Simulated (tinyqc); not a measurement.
# MOS inversion layer, Poisson-Schroedinger loop: effect of the extra shift of set B (strain)

Electrons confined at an insulator interface at z = 0, treated as a hard wall; parabolic valleys, Hartree approximation, no image or exchange terms. The depletion charge lies far deeper than the electrons and gives a uniform field q Nd/(eps0 eps_r); the gate balances all charge. Energies are counted from the band edge at the interface.

Schroedinger equation -(C/mz) psi'' + (V0 + U + dE for set B) psi = E psi, C = hbar^2/(2 m0), psi(0) = 0, on a uniform mesh of 800 nodes with a far wall at 37 nm, 8 levels a set; V0 = q Nd z/(eps0 eps_r); dU/dz = q (Ns - integral of n from 0 to z)/(eps0 eps_r), U(0) = 0; N_k = g md m0 q Vt/(pi hbar^2) ln(1 + exp((EF - E_k)/Vt)), g the number of valleys of the set, sum N_k = Ns. Triangular well: E_k = a_k (C F^2/mz)^(1/3), a_1 = 2.338107, a_2 = 4.087949, C = hbar^2/(2 m0), F in eV/nm. Fang-Howard (all electrons in the lowest level of set A): b^3 = 6 (mz1/C) q (Nd + 11 Ns/32)/(eps0 eps_r), centroid 3/b, level C b^2/(4 mz1) + (3/b) q (Nd + 11 Ns/16)/(eps0 eps_r). The centroid adds 3.9 z_av/eps_r to an oxide-equivalent thickness.

Values chosen for this exercise; masses and permittivity close to those of germanium (111):

| symbol | value | unit | meaning |
|---|---|---|---|
| T | 300 | K | temperature |
| eps_r | 15.8 |  | relative permittivity |
| mz1 | 1.6 | m0 | mass along z of valley set A (1 valley(s)) |
| md1 | 0.0835 | m0 | in-plane density-of-states mass of set A |
| mz2 | 0.0902 | m0 | mass along z of valley set B (3 valley(s)) |
| md2 | 0.345 | m0 | in-plane density-of-states mass of set B |
| Ns | 8.1e12 | cm^-2 | sheet density of electrons |
| Nd | 4.1e10 | cm^-2 | sheet density of depletion charge |

Constants: q = 1.602176634e-19 C, kB = 1.380649e-23 J/K, hbar = 1.054571817e-34 J s, m0 = 9.1093837015e-31 kg, Vt = kB T/q, eps0 = 8.8541878128e-14 F/cm where lengths are in cm, hbar^2/(2 m0) = 0.0380998212 eV nm^2. Results are converted to the units shown.

The same in every row: Fang-Howard centroid (nm) = 1.49.

Effect of the extra shift of set B (strain):

| dE (eV) | A1 (meV) | B1 (meV) | EF (meV) | share of A1 (%) | share of set A (%) | centroid z_av (nm) | added oxide equivalent (nm) |
|---|---|---|---|---|---|---|---|
| -0.05 | 130 | 220 | 200 | 31.0 | 39.7 | 3.79 | 0.936 |
| -0.02 | 128 | 240 | 213 | 36.7 | 52.2 | 3.61 | 0.892 |
| 0.01 | 127 | 261 | 223 | 41.4 | 66.2 | 3.42 | 0.845 |
| 0.04 | 126 | 284 | 230 | 45.0 | 79.9 | 3.24 | 0.801 |
| 0.07 | 125 | 309 | 235 | 47.2 | 90.5 | 3.10 | 0.765 |
| 0.1 | 125 | 337 | 237 | 48.2 | 96.3 | 3.02 | 0.745 |
| 0.13 | 125 | 366 | 238 | 48.7 | 98.7 | 2.98 | 0.737 |
| 0.16 | 125 | 396 | 238 | 48.8 | 99.6 | 2.97 | 0.734 |

Read the table: what changes, and by how much?

As dE goes from -0.05 to 0.16, A1 falls from 130 to 125 meV, the share of A1 rises from 31.0 to 48.8 % and the centroid falls from 3.79 to 2.97 nm. The Fang-Howard centroid is 61 % below the full one in the first row, where A1 holds 31.0 %, and 50 % below it in the last, where A1 holds 48.8 %. For dE = 0.04, 0.07, 0.1, 0.13, 0.16 the eighth level of a set still holds over 0.4 % of the electrons, so more levels and a farther wall would raise the centroid.

tinyqc, about 1 s, one thread, Intel Xeon 2.30GHz (shared host): `OMP_NUM_THREADS=1 python tinyqc.py 2160081 2160082 out.jsonl`
